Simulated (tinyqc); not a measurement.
Decay of LO phonons and the hot-phonon bottleneck in the cooling of electrons: one step, computed by the program tinyqc. Command: `OMP_NUM_THREADS=1 python tinyqc.py 3020484 3020485 out.jsonl hotphonon walk`. One thread of a shared host (Intel(R) Xeon(R) Processor @ 2.30GHz), about 0.01 s of CPU time with the checks.

n(E, T) = 1/(exp(E/(k_B T)) - 1) is the Bose occupation. Electrons have a temperature T_e; the LO modes within their reach share one occupation N; the decay products stay at the lattice temperature.

Task: Electron and phonon temperatures in closed form. Net emission per electron: [(N + 1) x - N]/tau_sp with x = exp(-hbar omega/(k_B T_e)), a simple two-level balance; steady state of the modes: n [(N + 1) x - N]/tau_sp = N_m (N - N_0)/tau; power per electron P = hbar omega [(N + 1) x - N]/tau_sp. With p = P tau_sp/(hbar omega): N = N_0 + r p and x = (p + N)/(N + 1); without hot phonons N = N_0. The mode temperature T_LO solves n(hbar omega, T_LO) = N.

Inputs (values chosen for the exercise, modelled on indium phosphide):

| quantity | value | unit |
|---|---|---|
| LO energy hbar omega | 42.9 | meV |
| lattice temperature T | 300 | K |
| electron mass m* | 0.0806 | m_0 |
| electron density n | 3.3e+18 | 1/cm^3 |
| power supplied per electron P | 2.2 | nW |

Decay channel: two unequal phonons (Ridley).

emission time tau_sp = 57.11297 fs

equilibrium LO occupation N_0 = 0.2349404

bottleneck ratio r = 3.500544

Constants: e = 1.602176634e-19 C; k_B = 8.617333262e-05 eV/K.

Give: reduced power p; LO occupation N; electron temperature T_e; T_e without hot phonons; mode temperature T_LO.

Result:

reduced power p = 0.018281

LO occupation N = 0.29893

electron temperature T_e = 353.14 K

T_e without hot phonons = 314.19 K

mode temperature T_LO = 338.87 K

Caution: the electrons are degenerate; Pauli blocking and the Fermi energy, left out here, matter.
